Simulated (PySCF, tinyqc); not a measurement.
Worked calculation: CCD on RHF in the sto-6g basis, for H3+, spin multiplicity 1. The lowest restricted solution is unstable here: a spin-polarised one lies 0.0072 hartree lower (PySCF). One step of it, computed by the program tinyqc.

Question. Iteration 9 (converged): orbitals. Diagonalise F' = X^T F X, C = X C', fill 1 alpha and 1 beta electrons from the bottom; D = 2 C_occ C_occ^T. Each column has its largest component positive (the first on a tie).

converged F (hartree), lower triangle:
```
           1H 1s      2H 1s      3H 1s
1H 1s  -0.659006
2H 1s  -0.503388  -0.489075
3H 1s  -0.503388  -0.171616  -0.489075
```

X, lower triangle:
```
           1H 1s     2H 1s     3H 1s
1H 1s   1.141205
2H 1s  -0.232268  1.068515
3H 1s  -0.232268  0.034591  1.068515
```

Give: F' = X^T F X; orbital energies; coefficients C; D after iteration 9.

Answer.

F' = X^T F X (hartree), lower triangle:
```
         1        2        3
1  -0.3958
2  -0.3441  -0.3493
3  -0.3441  -0.0099  -0.3493
```

orbital energies (hartree): MO1 -0.8644, MO2 -0.3394, MO3 0.1094

coefficients C:
```
          MO1      MO2      MO3
1H 1s  0.5941   0.0000   1.0282
2H 1s  0.3738   0.7311  -0.7230
3H 1s  0.3738  -0.7311  -0.7230
```

D after iteration 9, lower triangle:
```
        1H 1s   2H 1s   3H 1s
1H 1s  0.7060
2H 1s  0.4442  0.2794
3H 1s  0.4442  0.2794  0.2794
```
